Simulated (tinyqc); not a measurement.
Band edges of strained Si(1-x)Ge(x) on relaxed Si(1-y)Ge(y), step by step. Values are carried at full precision from step to step, so a last printed digit may differ when a step is redone from the rounded ones.

Values are linear in the Ge fraction but for ED(x) = linear - CD x (1 - x) and a(x) = linear - Ca x (1 - x). Energies are on the common scale of Ev.

Parameters, chosen for this exercise (end members near Si and Ge, in this order; shifted at random, so the results belong to these values and not to a real crystal):
- a = (5.438, 5.654) angstrom (lattice constant)
- Dso = (0.044, 0.292) eV (spin-orbit splitting)
- av = (2.46, 1.23) eV (valence hydrostatic potential)
- b = (-2.12, -2.57) eV (tetragonal shear potential)
- d = (-4.81, -5.3) eV (trigonal shear potential)
- C11 = (163.3, 128.9) GPa
- C12 = (63.3, 47.6) GPa
- C44 = (80, 66.5) GPa
- Ev = (0, 0.65) eV (top of the unstrained valence band)
- ED = (1.151, 0.945) eV (gap to the Delta valleys)
- EL = (2.043, 0.742) eV (gap to the L valleys)
- aD = (1.77, 1.42) eV (hydrostatic potential of the Delta gap)
- aL = (-2.86, -3.05) eV (hydrostatic potential of the L gap)
- XuD = (9.44, 9.19) eV (uniaxial potential, Delta)
- XuL = (16.08, 15.43) eV (uniaxial potential, L)
- CD = 0.211 eV (bowing of the Delta gap)
- Ca = 0 angstrom (bowing of the lattice constant)
- x = 0 (Ge fraction of the layer)
- y = 0.18 (Ge fraction of the relaxed buffer)
- face = 001 (growth face)

## Values of the layer and the buffer

Interpolate at x and at y.

Interpolated values (a in angstrom, C11, C12, C44 in GPa, all else in eV):
```
symbol     layer    buffer
a         5.4380    5.4769
Dso       0.0440    0.0886
av        2.4600    2.2386
b        -2.1200   -2.2010
d        -4.8100   -4.8982
C11     163.3000  157.1080
C12      63.3000   60.4740
C44      80.0000   77.5700
Ev        0.0000    0.1170
ED        1.1510    1.0828
EL        2.0430    1.8088
aD        1.7700    1.7070
aL       -2.8600   -2.8942
XuD       9.4400    9.3950
XuL      16.0800   15.9630
```

## Strain of the layer on a (001) buffer

Coherent growth on a (001) face: e_par = (a(y) - a(x))/a(x), e_perp = -2 (C12/C11) e_par; exx = eyy = e_par, ezz = e_perp, no shear.

Use the elastic constants of the layer.

e_par = 0.007150
e_perp = -0.005543

strain tensor in the cubic axes, rows x, y, z and columns alike:
$$\begin{pmatrix}
0.007150 & 0.000000 & 0.000000 \\
0.000000 & 0.007150 & 0.000000 \\
0.000000 & 0.000000 & -0.005543
\end{pmatrix}$$

The layer is under tension in the plane; its volume changes by +0.876 %.

## Conduction valleys of the layer

A valley with unit axis u lies at Ev + gap + (av + a_valley) tr(e) + Xu (u.e.u - tr(e)/3); the Delta axes are x, y, z and the L axes [111], [1-1-1], [-11-1], [-1-11]. The second-order shift of the Delta valleys under shear is left out; it lowers the pair normal to the sheared plane by tens of meV at a shear of 1 %.

Give the hydrostatic shifts, the uniaxial shifts and the edges.

hydrostatic shifts of Delta and L (eV): [0.0370, -0.0035]

uniaxial shifts (eV): Delta x 0.0399, Delta y 0.0399, Delta z -0.0799, L [111] 0.0000, L [1-1-1] 0.0000, L [-11-1] 0.0000, L [-1-11] 0.0000

valley edges (eV): Delta x 1.2280, Delta y 1.2280, Delta z 1.1082, L [111] 2.0395, L [1-1-1] 2.0395, L [-11-1] 2.0395, L [-1-11] 2.0395

The lowest set is Delta2 (the digit counts whole valleys) at 1.1082 eV; the Delta valleys spread over 120 meV and the L valleys over 0 meV.

## Valence edges of the layer

Valence edges: Ev plus the levels of the 6 x 6 matrix of X, Y, Z times spin with -Dso/3 + l exx + m (eyy + ezz) on the diagonal (cyclic), n exy off it, l = av + 2 b, m = av - b, n = sqrt(3) d. Spin-orbit term (Dso/3) L.sigma on X, Y, Z with (L_k)_ij = -i epsilon_kij: <X+|H|Y+> = -i Dso/3, <X+|H|Z-> = Dso/3, <Y+|H|Z-> = -i Dso/3, <Z+|H|X-> = -Dso/3, <Z+|H|Y-> = i Dso/3, <X-|H|Y-> = i Dso/3, and their conjugates; + and - are the spin along z.

Give the strain block and the three twofold edges.

strain block (eV), rows X, Y, Z and columns alike:
$$\begin{pmatrix}
-0.0054 & 0 & 0 \\
0 & -0.0054 & 0 \\
0 & 0 & 0.0754
\end{pmatrix}$$

edges from the top (eV): [0.0650, -0.0054, -0.0390]

The top two edges are split by 70 meV.

## Gap and offsets against the buffer

Buffer: Ev(y) and Ec = Ev(y) + min(ED, EL). dEc = Ec(buffer) - Ec(layer), dEv = Ev(layer) - Ev(buffer); positive values confine the carrier in the layer; type I if both have one sign.

gap of the strained layer = 1.0432 eV
gap of the buffer = 1.0828 eV
dEc = 0.0916 eV
dEv = -0.0520 eV

Type II: electrons collect in the layer (92 meV) and holes in the buffer (52 meV). The relaxed layer would have a gap of 1.151 eV, so strain has moved it by -108 meV.

## Checks

- Mean of the three Delta edges against the hydrostatic shift alone (eV): both 1.18804.

Computed by tinyqc, a small Python program: `OMP_NUM_THREADS=1 python tinyqc.py 1050597 1050598 out.jsonl` (the numbers bound the seed that draws the inputs); one thread of a shared host (Intel(R) Xeon(R) Processor @ 2.30GHz), about 0.02 s for the whole set of steps.
